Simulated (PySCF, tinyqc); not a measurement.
CIS and TDHF on RHF in the sto-3g basis, for H6, spin multiplicity 1, step by step. The lowest restricted solution is unstable here: a spin-polarised one lies 0.0098 hartree lower (PySCF). One step of it, computed by the program tinyqc.

Question. TDHF (RPA) triplet states. B(ia,jb) = - (ib|ja); the squared energies are the eigenvalues of (A - B)(A + B); 1 hartree = 27.211386 eV.

CIS matrix A, triplet (hartree):
```
           1>4        1>5        1>6        2>4       2>5        2>6        3>4        3>5
1>4   0.512910   0.000000   0.082536   0.000000  0.098839   0.000000   0.016621   0.000000
1>5   0.000000   0.935365   0.000000   0.098839  0.000000   0.140167   0.000000  -0.008390
1>6   0.082536   0.000000   1.296351   0.000000  0.140167   0.000000  -0.092536   0.000000
2>4   0.000000   0.098839   0.000000   0.387681  0.000000  -0.012760   0.000000   0.114686
2>5   0.098839   0.000000   0.140167   0.000000  0.784879   0.000000   0.114686   0.000000
2>6   0.000000   0.140167   0.000000  -0.012760  0.000000   1.241438   0.000000   0.100242
3>4   0.016621   0.000000  -0.092536   0.000000  0.114686   0.000000   0.140164   0.000000
3>5   0.000000  -0.008390   0.000000   0.114686  0.000000   0.100242   0.000000   0.572664
3>6  -0.092536   0.000000   0.085105   0.000000  0.100242   0.000000   0.017689   0.000000

           3>6
1>4  -0.092536
1>5   0.000000
1>6   0.085105
2>4   0.000000
2>5   0.100242
2>6   0.000000
3>4   0.017689
3>5   0.000000
3>6   0.999667
```

Two-electron integrals over orbitals (pq|rs), unique and non-zero (hartree):
```
(11|11) 0.437398    (21|21) 0.136859    (22|11) 0.357191    (22|22) 0.380424
(31|11) -0.079323   (31|22) 0.020115    (31|31) 0.095908    (32|21) 0.094382
(32|32) 0.121332    (33|11) 0.360055    (33|22) 0.348913    (33|31) -0.014827
(33|33) 0.370647    (41|21) -0.054607   (41|32) 0.017954    (41|41) 0.077206
(42|11) -0.085628   (42|22) -0.019529   (42|31) 0.062196    (42|33) 0.002110
(42|42) 0.089598    (43|21) 0.089577    (43|32) 0.090961    (43|41) -0.007223
(43|43) 0.119881    (44|11) 0.368422    (44|22) 0.355101    (44|31) -0.016621
(44|33) 0.366190    (44|42) -0.010797   (44|44) 0.380092    (51|11) 0.002832
(51|22) 0.038050    (51|31) 0.035596    (51|33) -0.016805   (51|42) -0.023505
(51|44) -0.007282   (51|51) 0.057990    (52|21) 0.049951    (52|32) 0.004584
(52|41) -0.049903   (52|43) -0.030104   (52|52) 0.084270    (53|11) 0.087035
(53|22) 0.019800    (53|31) -0.064022   (53|33) 0.008311    (53|42) -0.081855
(53|44) 0.005828    (53|51) 0.015058    (53|53) 0.088244    (54|21) -0.098839
(54|32) -0.114686   (54|41) -0.006874   (54|43) -0.091986   (54|52) -0.008913
(54|54) 0.123255    (55|11) 0.377452    (55|22) 0.389389    (55|31) 0.008390
(55|33) 0.365176    (55|42) -0.025992   (55|44) 0.373803    (55|51) 0.034873
(55|53) 0.027134    (55|55) 0.417761    (61|21) 0.001935    (61|32) -0.026863
(61|41) -0.029243   (61|43) 0.035980    (61|52) -0.035137   (61|54) 0.024201
(61|61) 0.069456    (62|11) -0.003200   (62|22) -0.037081   (62|31) -0.033951
(62|33) 0.010133    (62|42) 0.017816    (62|44) 0.012193    (62|51) -0.052133
(62|53) -0.019783   (62|55) -0.036674   (62|62) 0.054598    (63|21) -0.053217
(63|32) 0.011192    (63|41) 0.070294    (63|43) -0.008086   (63|52) -0.049125
(63|54) -0.011355   (63|61) -0.027332   (63|63) 0.074599    (64|11) -0.082536
(64|22) 0.012760    (64|31) 0.092536    (64|33) -0.017689   (64|42) 0.064128
(64|44) -0.020006   (64|51) 0.033172    (64|53) -0.066301   (64|55) 0.011143
(64|62) -0.034074   (64|64) 0.101716    (65|21) -0.140167   (65|32) -0.100242
(65|41) 0.054682    (65|43) -0.095782   (65|52) -0.051889   (65|54) 0.106761
(65|61) -0.001960   (65|63) 0.058381    (65|65) 0.159174    (66|11) 0.467380
(66|22) 0.383743    (66|31) -0.085105   (66|33) 0.389086    (66|42) -0.093453
(66|44) 0.400910    (66|51) 0.003293    (66|53) 0.097862    (66|55) 0.416037
(66|62) -0.004199   (66|64) -0.095027   (66|66) 0.528645
```

Give: TDHF matrix B, triplet; squared energies w^2; TDHF energies from the positive w^2.

Answer.

TDHF matrix B, triplet (hartree):
```
         1>4      1>5      1>6      2>4      2>5      2>6      3>4      3>5
1>4  -0.0772   0.0000   0.0292   0.0000   0.0235   0.0000   0.0072   0.0000
1>5   0.0000  -0.0580   0.0000   0.0499   0.0000   0.0351   0.0000  -0.0151
1>6   0.0292   0.0000  -0.0695   0.0000   0.0521   0.0000  -0.0703   0.0000
2>4   0.0000   0.0499   0.0000  -0.0896   0.0000  -0.0178   0.0000   0.0301
2>5   0.0235   0.0000   0.0521   0.0000  -0.0843   0.0000   0.0819   0.0000
2>6   0.0000   0.0351   0.0000  -0.0178   0.0000  -0.0546   0.0000   0.0491
3>4   0.0072   0.0000  -0.0703   0.0000   0.0819   0.0000  -0.1199   0.0000
3>5   0.0000  -0.0151   0.0000   0.0301   0.0000   0.0491   0.0000  -0.0882
3>6  -0.0360   0.0000   0.0273   0.0000   0.0198   0.0000   0.0081   0.0000

         3>6
1>4  -0.0360
1>5   0.0000
1>6   0.0273
2>4   0.0000
2>5   0.0198
2>6   0.0000
3>4   0.0081
3>5   0.0000
3>6  -0.0746
```

squared energies w^2 (hartree^2): -0.0181  0.0775  0.1907  0.3717  0.6046  0.8036  1.0149  1.7099  1.8808

TDHF energies from the positive w^2 (eV): 7.5742  11.8827  16.5907  21.1582  24.3932  27.4138  35.5823  37.3182

A + B or A - B has a negative eigenvalue: the restricted solution is unstable towards a spin-polarised one, a negative w^2 means an imaginary energy, and the lowest roots have no physical meaning.
